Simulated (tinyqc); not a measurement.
Short-channel transistor, virtual-source model with series resistance: effect of the velocity at the virtual source on the on and off currents.

The current per gate width is the charge at the top of the source barrier (the virtual source) times its velocity times a saturation function; al and be are fitting constants of the model. Units: I in uA/um, Rs in ohm um, so I Rs = 1e-6 I Rs in volts; Q in uC/cm^2, so I = 1e-4 Q vx0 Fsat with vx0 in cm/s.

Intrinsic voltages Vg' = Vgs - I Rs, Vd' = Vds - 2 I Rs. n = n0 + nd Vd', VT = VT0 - dl Vd', Ff = 1/(1 + exp((Vg' - VT + al Vt/2)/(al Vt))), Q = Cinv n Vt ln(1 + exp((Vg' - VT + al Vt Ff)/(n Vt))), Vdsat = (vx0 L/mu)(1 - Ff) + Vt Ff, Fsat = u/(1 + u^be)^(1/be) with u = Vd'/Vdsat, and I = Q vx0 Fsat per width. I is solved self-consistently. Ion is I at Vgs = Vds = 0.8 V, Ioff at Vgs = 0, Vds = 0.8 V, and Rlin = Vds/I at Vgs = 0.8 V, Vds = 0.05 V.

Values chosen for this exercise:
- T = 350 K (temperature)
- Cinv = 3.97 uF/cm^2 (inversion capacitance)
- mu = 490 cm^2/(V s) (apparent mobility)
- L = 12 nm (channel length)
- VT0 = 0.38 V (threshold at zero drain voltage)
- dl = 0.04 V/V (drain-induced barrier lowering)
- n0 = 1.53 (subthreshold factor)
- nd = 0.05 1/V (growth of n with drain voltage)
- al = 3.5 (threshold shift (in units of Vt) from weak to strong inversion)
- be = 1.4 (sharpness of saturation)
- Rs = 200 ohm um (series resistance of each contact)

Constants: q = 1.602176634e-19 C, kB = 1.380649e-23 J/K, Vt = kB T/q. Results are converted to the units shown.

Effect of the velocity at the virtual source on the on and off currents:
```
vx0 (cm/s)  Ion (uA/um)  Ioff (nA/um)  log10(Ion/Ioff)  Rlin (ohm um)
5e6               630.7         488.5            3.111          416.7
7.1e6             796.2         692.9            3.060          416.2
1e7               972.2         974.6            2.999          415.9
1.4e7              1150          1362            2.926          415.7
2e7                1330          1940            2.836          415.5
2.8e7              1478          2706            2.737          415.5
4e7                1598          3844            2.619          415.4
```

As vx0 goes from 5e6 to 4e7 cm/s, Ion rises from 631 to 1600 uA/um, Ioff rises from 488 to 3840 nA/um and Rlin stays near 416 ohm um. Ion changes by a factor of 2.53 and Ioff by 7.87. For vx0 = 1.4e7 to 4e7 cm/s the off current passes 1 uA/um, so the device is hardly off at Vgs = 0.

Program tinyqc, `OMP_NUM_THREADS=1 python tinyqc.py 2380042 2380043 out.jsonl`; Intel Xeon 2.30GHz, shared host, one thread, about 0.01 s.
